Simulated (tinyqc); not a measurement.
# Deep trap from a strong local potential in a two-band host (Koster-Slater model with semi-elliptic bands), step by step

A worked calculation. Computed by tinyqc, a small Python program that keeps every step. Command: `OMP_NUM_THREADS=1 python tinyqc.py 3011968 3011969 out.jsonl deeptrap walk`. One thread of a shared host (Intel(R) Xeon(R) Processor @ 2.30GHz), about 0.02 s of CPU time with the checks. Intermediate numbers are printed to about 5 digits and carried at full precision; extremes and crossings named in words are read from the listed rows.

The valence band spans -2 W_v to 0 and the conduction band E_g to E_g + 2 W_c. The orbital at the impurity site has weight f_v in the valence band and 1 - f_v in the conduction band, each spread as a semi-ellipse (2/(pi W^2)) sqrt(W^2 - x^2) about the band centre. The impurity adds U to this orbital. Spin is left out.

Inputs (values chosen for the exercise, with a gap close to that of GaN):
```
quantity                                value  unit
gap E_g                                  3.47    eV
half-width of the valence band W_v        5.7    eV
half-width of the conduction band W_c     4.6    eV
valence weight f_v of the site orbital   0.59     -
impurity potential U                     17.6    eV
levels per band n                           4     -
trial energy E                          0.717    eV
```

Impurity: repulsive, acceptor-like.

## Green function at the trial energy

In the gap G(E) = f_v (2/W_v^2)[x - sqrt(x^2 - W_v^2)] - (1 - f_v)(2/W_c^2)[y - sqrt(y^2 - W_c^2)], x = E + W_v, y = E_g + W_c - E. The potential that would put a level at E is U = 1/G(E).

valence part = 0.12601 1/eV

conduction part = -0.062646 1/eV

G(E) = 0.063362 1/eV

potential needed = 15.782 eV

## Thresholds and the vacancy level

G falls across the gap from G(0) to G(E_g). A repulsive U binds if U > 1/G(0), an attractive one if U < 1/G(E_g); the vacancy level (U infinite) solves G(E) = 0 (bisection).

G(0) = 0.15124 1/eV

G(E_g) = -0.10610 1/eV

repulsive threshold = 6.6121 eV

attractive threshold = -9.4247 eV

vacancy level = 2.2522 eV

## The trap level

The trap level solves G(E) = 1/U (bisection). With D = -dG/dE = D_v + D_c, D_v = f_v (2/W_v^2)[x/sqrt(x^2 - W_v^2) - 1] and D_c = (1 - f_v)(2/W_c^2)[y/sqrt(y^2 - W_c^2) - 1], the weight on the impurity orbital is 1/(U^2 D) and the conduction-band character is D_c/D.

trap level E_t = 0.84464 eV

weight on the impurity orbital = 0.065760

conduction-band character = 0.23425

depth below the conduction band = 2.6254 eV

The level comes up from the valence band and has covered 38 % of the way to the vacancy level, which it can never pass; 93 % of the state lies on host orbitals.

## The same problem as a small matrix

Each band is replaced by n levels e_k = centre + W cos(k pi/(n + 1)) with weights w_k = f (2/(n + 1)) sin^2(k pi/(n + 1)), k = 1..n (valence first); H_kl = e_k delta_kl + U sqrt(w_k w_l).

host levels e_k (eV): -1.089  -3.939  -7.461  -10.311  11.791  9.491  6.649  4.349

weights w_k: 0.08154  0.21346  0.21346  0.08154  0.05666  0.14834  0.14834  0.05666

H (eV), lower triangle (symmetric):
```
       1       2       3       4       5       6      7      8
1  0.346
2  2.322  -0.182
3  2.322   3.757  -3.704
4  1.435   2.322   2.322  -8.876
5  1.196   1.936   1.936   1.196  12.789
6  1.936   3.132   3.132   1.936   1.614  12.102
7  1.936   3.132   3.132   1.936   1.614   2.611  9.259
8  1.196   1.936   1.936   1.196   0.997   1.614  1.614  5.346
```

## Levels of the small matrix

Diagonalise H (2n rows). The trap level, between the highest valence and the lowest conduction e_k, is number n + 1 from below for an attractive impurity and number n for a repulsive one.

levels (eV): -9.926  -6.240  -2.193  0.822  4.831  7.995  11.247  20.545

trap level of the matrix = 0.82176 eV

It misses the Green-function level by -0.0229 eV. The lone level at 20.54 eV is the split-off partner, which holds a large part of the impurity orbital.

## Chemical trend: level against potential

U is 1.05, 1.2, 1.5, 2, 3, 5, 10 and 30 times the threshold, rounded to three digits; the largest values are formal and only show the vacancy limit.

Trend:
```
U (eV)  E_t (eV)  weight on the impurity  conduction character  E_t - vacancy level (eV)
6.94      0.0035                0.020540               0.00833                   -2.2488
7.93      0.0462                0.061374               0.03298                   -2.2060
9.92      0.2056                0.091102               0.08092                   -2.0466
13.20     0.5069                0.087612               0.15370                   -1.7453
19.80     0.9783                0.056005               0.26709                   -1.2739
33.10     1.4666                0.023487               0.39272                   -0.7857
66.10     1.8624                0.006038               0.50018                   -0.3899
198.00    2.1250                0.000652               0.57322                   -0.1273
```

dE_t/dU equals the weight on the impurity, which peaks at 0.091 (U = 9.92 eV) and falls to 6.5e-4 in the last row, so beyond the peak each further eV of potential moves the level less. The level nears the vacancy level, 2.252 eV, as 1/U: it is 0.390 eV away at 10 times the threshold and 0.127 eV at 30 times, and the state is then host-like.

## Opening the gap, as alloying or pressure does

The conduction band is shifted rigidly; widths, weights and U stay.

Against the gap:
```
E_g (eV)  E_t (eV)  depth below E_c (eV)  conduction character
1.74        0.4145                1.3255               0.26194
2.26        0.5488                1.7112               0.25443
2.78        0.6790                2.1010               0.24594
3.12        0.7616                2.3584               0.24020
3.47        0.8446                2.6254               0.23425
3.99        0.9642                3.0258               0.22549
4.51        1.0792                3.4308               0.21691
5.55        1.2962                4.2538               0.20054
```

As the conduction band moves up by 3.810 eV the level follows by 0.882 eV, a mean slope of 0.23; the local slope is the conduction character. A shallow donor would follow with slope 1 and a shallow acceptor with slope 0.

Checks made by the program: closed form against a 4000-point quadrature of the densities of states (relative difference below 1e-10); 200 levels per band against the Green function (relative difference below 1e-10).
